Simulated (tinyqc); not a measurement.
# Bulk transistor, scale length and short-channel effects: effect of the insulator thickness

A gate, an insulator of thickness ti and a depleted layer of depth ts on a conducting body. Below threshold the potential that source and drain add obeys Laplace's equation and vanishes on the gate and at the bottom of the depleted layer. Its lowest mode decays along the channel as exp(-k y); k is the smallest positive root of the matching condition at the interface, and the scale length is Lambda = pi/k.

k is the smallest positive root of f(k) = eps_r sin(k ti) cos(k ts) + ei cos(k ti) sin(k ts). Along the channel psi(y) = s + a exp(y/l) + b exp(-y/l) with psi(0) = Vbi, psi(L) = Vbi + Vds and l = 1/k = Lambda/pi; with A = Vbi - s, B = A + Vds, x = exp(-L/l): a = (B - A x) x/(1 - x^2), b = (A - B x)/(1 - x^2). The minimum is s + 2 sqrt(a b), at y = (l/2) ln(b/a). The long-channel potential follows the gate as s = sT + (Vg - VTL)/m, and the threshold VT is the gate voltage at which the minimum equals sT. Swing = m Vt ln 10/g at threshold, g = d(minimum)/ds = 1 - (b x + a)/((1 + x) sqrt(a b)). DIBL = [VT(0.05 V) - VT(Vds)]/(Vds - 0.05 V). sT and Vbi are held fixed; m = 1 + eps_r ti/(ei ts) in each row.

Values chosen for this exercise; permittivities: semiconductor close to that of silicon, insulator close to that of zirconium oxide:

| symbol | value | unit | meaning |
|---|---|---|---|
| T | 400 | K | temperature |
| eps_r | 11.9 |  | relative permittivity of the semiconductor |
| ei | 24.6 |  | relative permittivity of the insulator |
| ts | 8 | nm | depletion depth |
| L | 16 | nm | channel length |
| Vbi | 0.85 | V | potential of the source |
| sT | 0.73 | V | potential of the barrier top at threshold |
| Vds | 0.6 | V | drain voltage |

Constants: q = 1.602176634e-19 C, kB = 1.380649e-23 J/K, Vt = kB T/q. Results are converted to the units shown.

Results:
```
ti (nm)  Lambda (nm)  L/Lambda  VT - VTL at Vds (mV)  DIBL (mV/V)  swing (mV/decade)
1.5           8.7832    1.8217               -43.060       41.791             101.99
2.5           9.4653    1.6904               -57.921       56.606             111.81
3.2           10.065    1.5897               -72.719       71.494             120.07
4.2           11.101    1.4414               -102.39       101.65             134.45
5.4           12.551    1.2747               -153.37       154.14             156.16
7             14.654    1.0918               -248.73       253.65             192.65
```

Estimate the missing row, ti = 1.9 nm.

Computed row:
```
ti (nm)  Lambda (nm)  L/Lambda  VT - VTL at Vds (mV)  DIBL (mV/V)  swing (mV/decade)
1.9           9.0342    1.7710               -48.287       46.985             105.69
```

With this row back in the table: As ti goes from 1.5 to 7 nm, Lambda rises from 8.78 to 14.7 nm, DIBL rises from 41.8 to 254 mV/V and the swing rises from 102 to 193 mV a decade. On average Lambda goes as ti^(0.33). For ti = 4.2 to 7 nm L is under 1.5 Lambda, where higher modes, left out of the one-mode potential, count.

Program tinyqc, `OMP_NUM_THREADS=1 python tinyqc.py 2420020 2420021 out.jsonl`; Intel Xeon 2.30GHz, shared host, one thread, about 0.01 s.
